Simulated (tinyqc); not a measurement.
Long-channel MOSFET, surface-potential model: one step of the calculation.

n-channel transistor on a uniformly doped p-type body, gradual-channel approximation, constant mobility, Boltzmann statistics, full ionisation. Potentials are counted from the neutral body; V is the electron quasi-Fermi potential, Vsb at the source and Vsb + Vds at the drain. Charges are magnitudes per area.

Problem. Body potential, insulator capacitance and body factor. ni = sqrt(Nc Nv) exp(-Eg/(2 Vt)), Eg in volts; phiF = Vt ln(Na/ni); Cox = eps0 eox/tox; gamma = sqrt(2 q eps0 eps_r Na)/Cox. VT = Vfb + 2 phiF + gamma sqrt(2 phiF + Vsb), m = 1 + gamma/(2 sqrt(2 phiF + Vsb)).

Parameters, values chosen for the exercise; material values close to those of silicon:
- T = 293 K (temperature)
- Eg = 1.12 eV (band gap)
- eps_r = 11.6 (relative permittivity of the semiconductor)
- Nc = 2.71e19 cm^-3 (conduction-band density of states at T)
- Nv = 2.55e19 cm^-3 (valence-band density of states at T)
- Na = 5.4e16 cm^-3 (acceptor density of the body)
- eox = 4.02 (relative permittivity of the gate insulator)
- tox = 11 nm (insulator thickness)
- Vfb = -0.78 V (flat-band voltage)
- Vsb = 0 V (source-body reverse bias)

Constants: q = 1.602176634e-19 C, kB = 1.380649e-23 J/K, Vt = kB T/q, eps0 = 8.8541878128e-14 F/cm where lengths are in cm. Results are converted to the units shown.

Give: ni; phiF; Cox; gamma; VT; m.

Solution.

ni = 6.129e9 cm^-3
phiF = 0.4038 V
Cox = 0.3236 uF/cm^2
gamma = 0.4120 V^0.5
VT = 0.3978 V
m = 1.229

Computed by the program tinyqc: `OMP_NUM_THREADS=1 python tinyqc.py 2360151 2360152 out.jsonl`, one thread of a shared Intel Xeon 2.30GHz, about 0.06 s for the whole run.
